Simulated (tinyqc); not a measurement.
Worked calculation: Hubbard ring of 4 sites. Computed by tinyqc, a small Python program that keeps every step. Settings: hopping = 1.74, U = 3.1, mixing = 1, iteration cap = 69. Command: `OMP_NUM_THREADS=1 python tinyqc.py 31087 31088 out.jsonl` (the two numbers bound the seeds that draw the settings). One thread of a shared host (Intel(R) Xeon(R) Processor @ 2.60GHz), about 0.2 s of CPU time with the checks.

one-body matrix (hopping and site energies) (eV), order 1, 2, 3, 4:
```
[[0.3800, -1.7400, 0.0000, -1.7400],
 [-1.7400, 0.3100, -1.7400, 0.0000],
 [0.0000, -1.7400, -0.0300, -1.7400],
 [-1.7400, 0.0000, -1.7400, 0.4700]]
```

U = 3.1000 eV

electrons, up and down: [2, 2]

n(up) at the start (a guess, not normalised): [0.5500, 0.4500, 0.5500, 0.4500]

n(down) at the start (a guess): [0.4500, 0.5500, 0.4500, 0.5500]

Each step fills the lowest levels of T + U n(other spin) and sets n(new) = n + mixing (n(out) - n); stop when output and input agree to 1e-8.

Course of the cycle:
```
iteration     E (eV)  largest |n(out) - n(in)|  mean |n_up - n_down|
1          -3.570244                  2.43e-01                0.5191
2          -3.723086                  6.73e-02                0.6121
3          -3.729869                  1.30e-02                0.6305
4          -3.730151                  3.19e-03                0.6343
5          -3.730162                  6.04e-04                0.6350
6          -3.730163                  1.50e-04                0.6352
7          -3.730163                  2.89e-05                0.6352
8          -3.730163                  7.34e-06                0.6352
9          -3.730163                  1.45e-06                0.6352
10         -3.730163                  3.76e-07                0.6352
11         -3.730163                  7.60e-08                0.6352
12         -3.730163                  2.01e-08                0.6352
13         -3.730163                  4.13e-09                0.6352
```

Can the last value be used, and what does the course show?

Yes. Converged in 13 iterations. Before convergence this energy mixes input and output and is not variational, so it may rise towards its limit.
